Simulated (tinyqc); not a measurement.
Localisation in a chain with random site energies (transfer matrices): sweeps and comparisons. A value that a table varies takes the place of the one given here.

Hopping -t; leads with site energy 0, E = -2t cos(ka). psi_(j+1) = ((e_j - E)/t) psi_j - psi_(j-1), a product of matrices M_j = [[(e_j - E)/t, -1], [1, 0]]. For M = M_N ... M_1 the transmission is T = 4 sin^2(ka)/|M21 - M12 + M22 exp(ika) - M11 exp(-ika)|^2. Long samples draw e_j = W (x_j/2147483647 - 1/2) from x_j = 16807 x_(j-1) mod 2147483647, starting at x0. The localisation length xi, in sites, is defined by ln T = -2N/xi on average; weak disorder gives xi = 24 (4t^2 - E^2)/W^2, and the mean free path for backscattering is xi/2.

Numerical xi = N/ln sqrt(psi_(N+1)^2 + psi_N^2) for N = 20000 sites from psi_1 = 1, psi_0 = 0; its statistical error is about xi sqrt(xi/N).

Values chosen for the exercise:

| symbol | value | unit | meaning |
|---|---|---|---|
| t | 0.68 | eV | hopping |
| E | -0.67 | eV | energy |
| x0 | 4669 |  | start of the number sequence |
| W | 0.6 | eV | full width of the disorder |

## Localisation length against disorder

The same number sequence scaled by W.

xi (sites):

| W/t | W (eV) | numerical | error | weak disorder | strong: 1/(ln(W/2t) - 1) |
|---|---|---|---|---|---|
| 1.0 | 0.680 | 72.889 | 4.400 | 72.701 | - |
| 1.5 | 1.020 | 30.842 | 1.211 | 32.311 | - |
| 2.0 | 1.360 | 17.677 | 0.526 | 18.175 | - |
| 3.0 | 2.040 | 7.939 | 0.158 | 8.078 | - |
| 4.0 | 2.720 | 4.855 | 0.076 | 4.544 | - |
| 6.0 | 4.080 | 2.614 | 0.030 | 2.019 | - |
| 10.0 | 6.800 | 1.383 | 0.011 | 0.727 | 1.641 |
| 16.0 | 10.880 | 0.885 | 0.006 | 0.284 | 0.926 |

At W = t the numerical value is 72.9 +/- 4.4 against 72.7, and at 2t 17.68 +/- 0.53 against 18.18. The weak-disorder formula is within 15 % for W/t = 1, 1.5, 2, 3 and 4; at W = 16t it gives 0.28 and the strong-disorder form 0.93, against 0.88. All states of the chain are localised; disorder only sets the length.

## From ballistic to localised

200 samples of each length, cut one after another from the start of the sequence. Typical T = exp(mean ln T). Ohmic: 1/(1 + 2N/xi); localised: exp(-2N/xi), both with the weak-disorder xi.

Transmission:

| N | mean T | typical T | spread of ln T | ohmic | localised |
|---|---|---|---|---|---|
| 2 | 0.962 | 0.961 | 0.032 | 0.959 | 0.958 |
| 5 | 0.916 | 0.913 | 0.087 | 0.903 | 0.898 |
| 10 | 0.830 | 0.818 | 0.181 | 0.824 | 0.807 |
| 20 | 0.711 | 0.676 | 0.343 | 0.700 | 0.652 |
| 40 | 0.536 | 0.442 | 0.713 | 0.539 | 0.425 |
| 80 | 0.330 | 0.206 | 1.134 | 0.369 | 0.180 |

With xi = 93.4 sites, mean and typical T are 0.916 and 0.913 at N = 5, and 0.330 and 0.206 at N = 80, where ln T scatters by 1.1. The slope of ln(typical T) between 40 and 80 sites gives xi = 104.5, uncertain by about 12 % from the scatter of 200 samples. At N = 80 the ohmic law gives 1.79 times the typical value: N is still below xi on all rows.

## What each parameter does

Numerical and weak-disorder xi. Each row changes one parameter from the base and keeps the others.

Results:

| case | numerical xi (sites) | weak-disorder xi (sites) |
|---|---|---|
| base | 94.26 | 93.38 |
| t = 0.782 eV | 138.14 | 133.15 |
| E = -0.47 eV | 109.78 | 108.58 |
| W = 0.72 eV | 63.61 | 64.85 |
| x0 = 4670 | 85.64 | 93.38 |

The largest shifts from the base row, up to three for each result and ties (the steps differ in size, so this ranks the rows, not the parameters). numerical xi (sites): t +43.88, W -30.65, E +15.52. weak-disorder xi (sites): t +39.77, W -28.53, E +15.20; unchanged at the printed digits by x0. A new x0 is another sample of the same disorder; its shift is one draw of the statistical scatter, about xi sqrt(xi/N); the other rows share one sample, so their errors are correlated.

Computed by tinyqc, a small Python program: `OMP_NUM_THREADS=1 python tinyqc.py 1452386 1452387 out.jsonl` (the numbers bound the seed that draws the inputs); one thread of a shared host (Intel(R) Xeon(R) Processor @ 2.30GHz), about 0.04 s for the whole set of steps.
